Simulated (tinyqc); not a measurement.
Worked calculation: dopants and charged point defects at anneal temperature: Fermi-level effect, clustering and pairing. Computed by tinyqc, a small Python program that keeps every step. Command: `OMP_NUM_THREADS=1 python tinyqc.py 3007364 3007365 out.jsonl pairing walk`. One thread of a shared host (Intel(R) Xeon(R) Processor @ 2.30GHz), about 0.01 s of CPU time with the checks. Intermediate numbers are printed to about 6 digits and carried at full precision; extremes and crossings named in words are read from the listed rows.

Boltzmann statistics and full ionisation of active dopants. Energies are counted from the valence band; the defect (a vacancy or self-interstitial) has five charge states, with all degeneracy factors one.

Inputs (values chosen for the exercise, with bands modelled on germanium): gap at 0 K E_g0 = 0.744 eV; Varshni alpha = 0.000495 eV/K; Varshni beta = 233 K; electron mass m_e = 0.217 m_0; valleys M_c = 4; hole mass m_h = 0.341 m_0; anneal temperature T = 740 K; total dopant density N = 4.6e+18 cm^-3; formation enthalpy of the neutral defect H_f = 2.04 eV; formation entropy S_f = 2.1 k_B; site density N_s = 2.2e+22 cm^-3; intrinsic dopant diffusivity D_i = 4.7e-14 cm^2/s; anneal time t = 3 s; pair binding energy E_b = 0.98 eV; pair configurations Z = 6; storage temperature T_2 = 400 K; impurity diffusion prefactor D_0 = 0.00015 cm^2/s; impurity migration energy E_m = 0.57 eV; dielectric constant eps = 15.8; active dopant density in the stored part N_2 = 1.4e+15 cm^-3.

Dopant: donor. Second part: pairing with a mobile impurity.

defect levels as fractions of E_g(T): (2+/+), (+/0), (0/-), (-/2-): [0.08, 0.095, 0.69, 0.73]

Constants: m_0 = 9.1093837015e-31 kg; k_B = 1.380649e-23 J/K; h = 6.62607015e-34 J s; k_B = 8.617333262e-05 eV/K; e^2/(4 pi eps_0) = 14.39964548 eV angstrom.

## The host at the anneal temperature

E_g = E_g0 - alpha T^2/(T + beta). N_c = 2 M_c (2 pi m_e k_B T/h^2)^(3/2) and N_v = 2 (2 pi m_h k_B T/h^2)^(3/2), masses in units of m_0. n_i = sqrt(N_c N_v) exp(-E_g/2 k_B T); E_i = E_g/2 + (k_B T/2) ln(N_v/N_c).

E_g = 0.465416 eV

k_B T = 0.0637683 eV

n_i = 7.17492e+17 cm^-3

E_i = 0.210124 eV

effective density of states N_b of the majority band = 3.93086e+19 cm^-3

## Active dopant

No clustering: A = N.

active density A = 4.60e+18 cm^-3

## Carrier density and Fermi level

n = A/2 + sqrt(A^2/4 + n_i^2) for an active density A. chi = n/n_i (for acceptors n_i/p); E_F = E_i + k_B T ln chi; field enhancement h = 1 + A/sqrt(A^2 + 4 n_i^2).

n = 4.70931e+18 cm^-3

chi = 6.56358

E_F = 0.330106 eV

field enhancement h = 1.95463

The doping is 6.41 n_i: extrinsic conditions.

## Charged defects

C_0 = N_s exp(S_f/k_B) exp(-H_f/k_B T). Ratios to the neutral state at E_F = E_i: r_+ = exp((E(+/0) - E_i)/k_B T), r_2+ = r_+ exp((E(2+/+) - E_i)/k_B T), r_- = exp((E_i - E(0/-))/k_B T), r_2- = r_- exp((E_i - E(-/2-))/k_B T); at other E_F state q scales as chi^(-q). The enhancement is sum r_q chi^(-q)/sum r_q. The charge on the defects is left out of neutrality.

neutral defects C_0 = 2.29614e+09 cm^-3

Charge states:
```
state  ratio r  intrinsic (cm^-3)  doped (cm^-3)
2+     0.00493        1.13135e+07    2.62612e+05
+      0.07414        1.70243e+08    2.59376e+07
0      1.00000        2.29614e+09    2.29614e+09
-      0.17537        4.02663e+08    2.64291e+09
2-     0.02297        5.27348e+07    2.27184e+09
```

all defects, doped = 7.23710e+09 cm^-3

enhancement over intrinsic = 2.46739

mean charge = -0.989366 e

Doping leaves the neutral state alone and multiplies the total by 2.47; the most common state is - (in intrinsic material 0).

## Dopant diffusivity

If every charge state of the defect carries the dopant equally well, D = D_i x enhancement x h x (active share A/N, a rough stand-in that overstates the dA/dN which immobile clusters call for), D_i being an input held fixed when T or H_f is moved; diffusion length 2 sqrt(D t).

effective diffusivity D = 2.26673e-13 cm^2/s

D/D_i = 4.82283

diffusion length = 16.4927 nm

## Against doping

chi = n/n_i; h = 1 + A/sqrt(A^2 + 4 n_i^2); the dopant diffusivity over its intrinsic value is D/D_i = enhancement x h x A/N, if every charge state carries the dopant equally well.

Trend at the anneal temperature:
```
N (cm^-3)  active A (cm^-3)      chi  defect enhancement  mean charge        D/D_i
2.20e+16           2.20e+16    1.015               1.002     -0.11165  1.01704e+00
5.90e+16           5.90e+16    1.042               1.005     -0.11872  1.04593e+00
1.60e+17           1.60e+17    1.118               1.014     -0.13835  1.12609e+00
4.50e+17           4.50e+17    1.362               1.048     -0.19737  1.36133e+00
1.20e+18           1.20e+18    2.140               1.187     -0.36195  1.94828e+00
3.40e+18           3.40e+18    4.941               1.912     -0.80761  3.67359e+00
9.40e+18           9.40e+18   13.177               5.718     -1.40750  1.13707e+01
2.60e+19           2.60e+19   36.265              29.408     -1.77731  5.87718e+01
7.20e+19           7.20e+19  100.360             195.648     -1.92157  3.91258e+02
```

Well below n_i = 7.17e17 cm^-3 chi and the enhancement are near 1. At any doping d ln(enhancement)/d ln chi equals minus the mean charge, which goes from -0.11 to -1.92 over the rows. Rows with carriers above N_b lie beyond Boltzmann statistics.

## Pairing in storage

An oppositely charged mobile impurity (density M) pairs with the dopant: pairs/free = Z (N_2/N_s) exp(E_b/k_B T_2) for M << N_2; capture radius R = e^2/(4 pi eps eps_0 k_B T_2); D_m = D_0 exp(-E_m/k_B T_2); association rate 4 pi R D_m N_2; dissociation rate = association rate/(pairs/free); tau = 1/(sum of both). Trapping slows long-range motion to D_m/(1 + pairs/free).

pairs/free = 849793

paired share = 0.999999

capture radius R = 26.4400 angstrom

D_m = 9.87205e-12 cm^2/s

pairing time constant = 21.7767 s

effective diffusivity of the impurity = 1.16170e-17 cm^2/s

## Pairing against temperature

The formulas are those given above.

Equilibrium and kinetics:
```
T (K)  paired share  time constant (s)  D_m (cm^2/s)  effective D (cm^2/s)
270         1.00000        4.21837e+04   3.44001e-15           4.59383e-27
300         1.00000        4.04528e+03   3.98577e-14           3.59237e-24
340         1.00000        3.42585e+02   5.33398e-13           4.15695e-21
380         1.00000        4.93969e+01   4.13451e-12           1.08954e-18
430         0.99999        7.38499e+00   3.12936e-11           2.67663e-16
480         0.99987        1.66023e+00   1.55366e-10           2.08878e-14
550         0.99726        3.28447e-01   8.97529e-10           2.45490e-12
650         0.93806        5.73975e-02   5.70944e-09           3.53618e-10
```

Half the impurity is paired at T = E_b/(k_B ln(N_s/(Z N_2))) = 770 K. The time constant at 300 K is 4000 s. Below 770 K pairs win, and the effective diffusivity has the activation energy E_m + E_b = 1.55 eV; above it the impurity is free and moves with E_m = 0.57 eV.

Checks made by the program: ratios against Boltzmann factors of formation energies at E_F (relative difference below 1e-10).
